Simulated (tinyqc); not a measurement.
# Minority carriers and saturation current of a heavily doped emitter, step by step

tinyqc, about 0.01 s, one thread, Intel Xeon 2.30GHz (shared host): `OMP_NUM_THREADS=1 python tinyqc.py 2330143 2330144 out.jsonl` Printed values are rounded.

n-type, parabolic bands, full ionisation. eta = (EF - Ec)/kB T solves N = Nc F12(eta), F12(x) = (2/sqrt(pi)) int_0^infinity sqrt(u)/(1 + exp(u - x)) du. The gap shrinks rigidly by dEg = E1 [ln(N/N0) + sqrt(ln^2(N/N0) + 0.5)], an empirical law that is here taken as the true narrowing.

Inputs (values chosen for the exercise); band and dielectric values close to those of silicon: temperature T = 250 K; band gap Eg = 1.12 eV; conduction-band density of states at 250 K Nc = 2.09e19 cm^-3; valence-band density of states at 250 K Nv = 1.99e19 cm^-3; ionised donor density N = 1.7e20 cm^-3; energy of the narrowing law E1 = 8.4 meV; density of the narrowing law N0 = 1.5e17 cm^-3; minority-hole mobility mup = 210 cm^2/(V s); Auger coefficient Cn = 3.3e-31 cm^6/s; defect lifetime ts = 0.16 us; emitter width W = 570 nm; recombination velocity at the contact S = 3.2e5 cm/s.

Constants: q = 1.602176634e-19 C, kB = 1.380649e-23 J/K, Vt = kB T/q. Results are converted to the units shown.

Range of the model: Band tails, non-parabolic bands and incomplete ionisation are left out.

## Iteration 1: Fermi level

eta at the start (Boltzmann value) = 2.096

Newton step on ln F12(eta) = ln(N/Nc): eta(new) = eta - ln(Nc F12/N) F12/Fm, Fm(x) = dF12/dx = (1/sqrt(pi)) int_0^infinity u^(-1/2)/(1 + exp(u - x)) du.

F12 = 2.966212
Fm = 1.504189
eta after iteration 1 = 4.085250

## Course of the iteration

Stop when eta changes by less than 1e-9.

Course of the iteration:
```
iteration       eta   change
1          4.085250     1.99
2          4.673063    0.588
3          4.708005   0.0349
4          4.708115  1.09e-4
5          4.708115  1.06e-9
6          4.708115  < 1e-12
```

Converged in 6 iterations.

## Effective intrinsic density

converged eta = 4.708115

ni = sqrt(Nc Nv) exp(-Eg/(2 Vt)), Eg in volts; degeneracy factor g = F12(eta) exp(-eta); nie^2 = ni^2 exp(dEg/kB T) g, p0 = nie^2/N; apparent narrowing dEg + kB T ln g.

ni = 1.048085e8 cm^-3
dEg = 118.4509 meV
g = 0.07338283
apparent narrowing = 62.17828 meV
nie = 4.437374e8 cm^-3
p0 = 0.001158252 cm^-3

Narrowing multiplies p0 by 244 and degeneracy by 0.0734.

## Saturation current

1/tau = Cn N^2 + 1/ts, D = mup Vt, L = sqrt(D tau); J0 = (q p0 D/L)(s + tanh(W/L))/(1 + s tanh(W/L)), s = S L/D; the share recombining inside is 1 - 1/[cosh(W/L)(1 + tanh(W/L)/s)].

tau = 0.1047861 ns
L = 217.7298 nm
s = 1.540053
J0 = 0.03864655 fA/cm^2
share recombining inside = 91.16346 %

The emitter is opaque: W exceeds two diffusion lengths, and the contact matters little.
